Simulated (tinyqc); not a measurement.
# Frequency dispersion of an accumulation capacitance by border traps, distributed model: effects of single changes

Traps spread evenly through the insulator exchange electrons with the semiconductor by tunnelling, with tau(x) = t0 exp(2 ka x) at depth x from the interface. The admittance per area Y seen at depth x obeys dY/dx = -Y^2/(i w eps0 eox) + q Nb ln(1 + i w tau)/tau, with Y(0) = i w Cs and w = 2 pi f; the gate sees Y(tox) = G + i w C. Working variable y = Y/(i w), in uF/cm^2. Cox = eps0 eox/tox.

Values chosen for this exercise; permittivity close to that of silicon dioxide:
- eox = 3.82 (relative permittivity of the insulator)
- tox = 6.4 nm (insulator thickness)
- Cs = 2.6 uF/cm^2 (semiconductor capacitance in accumulation)
- Nb = 5.8e19 cm^-3 eV^-1 (density of border traps)
- ka = 4.7 1/nm (decay constant of the wave function in the insulator)
- t0 = 2e-11 s (time constant of a trap at the interface)
- f = 100 Hz (frequency)

Constants: q = 1.602176634e-19 C, eps0 = 8.8541878128e-14 F/cm where lengths are in cm. Results are converted to the units shown.

Each table varies one quantity; the others keep the values above.

## Capacitance and loss against frequency

Cox; trap-free value 1/(1/Cox + 1/Cs); response depth d = ln(1/(w t0))/(2 ka), where w tau = 1; lumped estimate: all traps within d act as C_bt = q Nb d placed at d/2, so C = 1/{1/[1/(1/Cs + d/(2 eps0 eox)) + C_bt] + (tox - d/2)/(eps0 eox)}. C and G from a fine integration; dispersion -d C/d log10 f over C, from f times and over 1.1. For a broad spread of time constants G/w is close to -(pi/2) dC/d ln w.

The same in every row: trap-free C (uF/cm^2) = 0.4392.

Capacitance and loss against frequency:
```
f (Hz)	d (nm)	C (uF/cm^2)	G/w (uF/cm^2)	dispersion (% a decade)	-(pi/2) dC/d ln w (uF/cm^2)	lumped C (uF/cm^2)
10	2.180	0.5696	0.01499	3.853	0.01497	0.5375
100	1.935	0.5487	0.01364	3.639	0.01362	0.5235
1000	1.690	0.5296	0.01238	3.424	0.01237	0.5102
10000	1.445	0.5124	0.01121	3.205	0.01120	0.4975
1e5	1.200	0.4968	0.01010	2.978	0.01009	0.4854
1e6	0.9555	0.4828	0.009021	2.738	0.009017	0.4741
1e7	0.7106	0.4703	0.007968	2.483	0.007967	0.4636
```

What does the comparison show?

C falls from 0.5696 to 0.4703 uF/cm^2, towards the trap-free 0.4392; each decade of frequency removes ln 10/(2 ka) = 0.245 nm from the response depth. The dispersion falls from 3.85 to 2.48 % a decade and G/w falls from 0.0150 to 0.00797 uF/cm^2. G/w stays at 1.00 times -(pi/2) dC/d ln w, the relation for a broad spread of time constants.

## Effect of the insulator thickness

Same model as above.

The same in every row: d (nm) = 1.935.

Result of one run:
```
tox (nm)	C (uF/cm^2)	G/w (uF/cm^2)	dispersion (% a decade)	-(pi/2) dC/d ln w (uF/cm^2)	lumped C (uF/cm^2)	trap-free C (uF/cm^2)
20	0.1712	0.001326	1.136	0.001327	0.1686	0.1588
```

What becomes of these results when the insulator thickness tox is changed from 20 to 8.2 nm, all else the same?

Result of the changed run:
```
tox (nm)	C (uF/cm^2)	G/w (uF/cm^2)	dispersion (% a decade)	-(pi/2) dC/d ln w (uF/cm^2)	lumped C (uF/cm^2)	trap-free C (uF/cm^2)
8.2	0.4247	0.008169	2.818	0.008165	0.4095	0.3560
```

The whole series:
```
tox (nm)	C (uF/cm^2)	G/w (uF/cm^2)	dispersion (% a decade)	-(pi/2) dC/d ln w (uF/cm^2)	lumped C (uF/cm^2)	trap-free C (uF/cm^2)
2.5	1.489	0.09743	9.704	0.09854	1.321	0.8899
3.4	1.068	0.05172	7.063	0.05144	0.9774	0.7195
4.5	0.7928	0.02849	5.253	0.02841	0.7416	0.5831
6.1	0.5767	0.01507	3.825	0.01505	0.5490	0.4570
8.2	0.4247	0.008169	2.818	0.008165	0.4095	0.3560
11	0.3143	0.004472	2.086	0.004471	0.3058	0.2750
15	0.2291	0.002377	1.521	0.002377	0.2246	0.2075
20	0.1712	0.001326	1.136	0.001327	0.1686	0.1588
```

As tox goes from 2.5 to 20, C falls from 1.49 to 0.171 uF/cm^2, the dispersion falls from 9.70 to 1.14 % a decade and G/w falls from 0.0974 to 0.00133 uF/cm^2. The lumped estimate is 11 % below C in the first row and 1.5 % below it in the last.

Computed by the program tinyqc: `OMP_NUM_THREADS=1 python tinyqc.py 2202231 2202232 out.jsonl`, one thread of a shared Intel Xeon 2.30GHz, about 0.6 s for the whole run.
